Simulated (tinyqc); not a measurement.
Linear model of a band gap against the share of exact exchange, step by step. Values are carried at full precision from step to step, so a last printed digit may differ when a step is redone from the rounded ones.

E(alpha) = E0 + S alpha. A wider gap screens less, modelled in the Penn form eps(alpha) = 1 + (e0 - 1)(EP/(EP + S alpha))^2 with a scale EP chosen for the exercise. A dielectric-dependent hybrid takes alpha = 1/eps.

Values chosen for the exercise (of the order of those of SiC; shifted at random, so the results belong to these values and not to a real crystal): E0 = 2.17 eV (gap of the semi-local functional); S = 6.61 eV (slope dE/d(alpha)); e0 = 7.13 (optical dielectric constant at alpha = 0); EP = 17.4 eV (energy scale of the screening); Et = 3.22 eV (target gap); a_start = 0 (starting alpha); fv = 0.52 (share of the opening taken by the valence edge); Ed = 1.28 eV (defect level above the semi-local valence top); cd = 0 (shift of the level per unit opening, on the scale of the mean potential).

## Fixed shares

Gap, error against the target and eps for alpha = 0, 0.25 and 1/e0; and the alpha that meets the target, (Et - E0)/S.

Results:
```
alpha   E (eV)  E - Et (eV)    eps
0.0000   2.170       -1.050  7.130
0.2500   3.822        0.603  6.113
0.1403   3.097       -0.123  6.526
```

alpha for the target = 0.1589

A quarter of exact exchange overshoots the target by 0.60 eV: the material needs 0.159, and 1/e0 = 0.140 lies closer to it than 0.25 does.

## Self-consistent share

Iterate alpha -> 1/eps(alpha) seven times from a_start. The fixed point solves alpha eps(alpha) = 1; the contraction factor there is 2 (eps - 1) S/((EP + S alpha) eps^2).

Iterates:
```
step    alpha     eps  E (eV)
0     0.00000  7.1300  2.1700
1     0.14025  6.5255  3.0971
2     0.15324  6.4741  3.1829
3     0.15446  6.4693  3.1910
4     0.15458  6.4689  3.1917
5     0.15459  6.4688  3.1918
6     0.15459  6.4688  3.1918
7     0.15459  6.4688  3.1918
```

fixed point = 0.15459
contraction factor = 0.0938

The factor is positive, so the iterates approach from one side, the error shrinking to 0.09 of itself each step; the gap is within 0.01 eV of its limit from step 2. Self-consistency moves the gap by +0.095 eV against the one-shot choice 1/e0, since a wider gap screens less.

## Band edges and a deep level

The opening c = S alpha lowers the valence top by fv c and raises the conduction edge by (1 - fv) c, both against the mean potential; the level moves by cd c. Use the fixed point. Compare with stretching the level in proportion to the gap and with pinning it to either edge.

opening c = 1.022 eV

shifts of the valence and conduction edges (eV): -0.531  0.490

level above the valence top = 1.811 eV
level below the conduction edge = 1.380 eV

level above the valence top: stretched, tied to the valence edge, tied to the conduction edge (eV): 1.883  1.280  2.302

The three recipes err by +0.07, -0.53 and +0.49 eV against alignment through the mean potential. A localised level with cd = 0 stays put while the edges move away from it.

## Checks

- Fixed point by bisection against 60 substitutions: both 0.15459.

tinyqc: `OMP_NUM_THREADS=1 python tinyqc.py 1851006 1851007 out.jsonl`; about 0.01 s, one thread, shared Intel(R) Xeon(R) Processor @ 2.30GHz.
